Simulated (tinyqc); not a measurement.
Four-point probe, van der Pauw, Hall and spreading-resistance readings of a semiconductor layer: one step, computed by the program tinyqc.

The layer is uniform and ohmic; contacts are points unless a radius is given.

Problem. Hall reading. V_H = r_H I B/(e n t); apparent density n/r_H; Hall mobility r_H mu; Hall angle tan = r_H mu B (SI).

Inputs (values chosen for the exercise, modelled on n-type silicon):
```
quantity,value,unit
carrier density n,1.3e+19,1/cm^3
drift mobility mu,117,cm^2/(V s)
layer thickness t,2200,micrometre
current I,3,mA
magnetic field B,0.88,T
Hall factor r_H,1.3,-
```

Backing of the layer: insulating.

Constants: e = 1.602176634e-19 C.

Give: Hall voltage; apparent density; Hall mobility; tangent of the Hall angle.

Solution.

Hall voltage = 7.490e-04 mV

apparent density = 1.00e+19 1/cm^3

Hall mobility = 152.1 cm^2/(V s)

tangent of the Hall angle = 0.01338
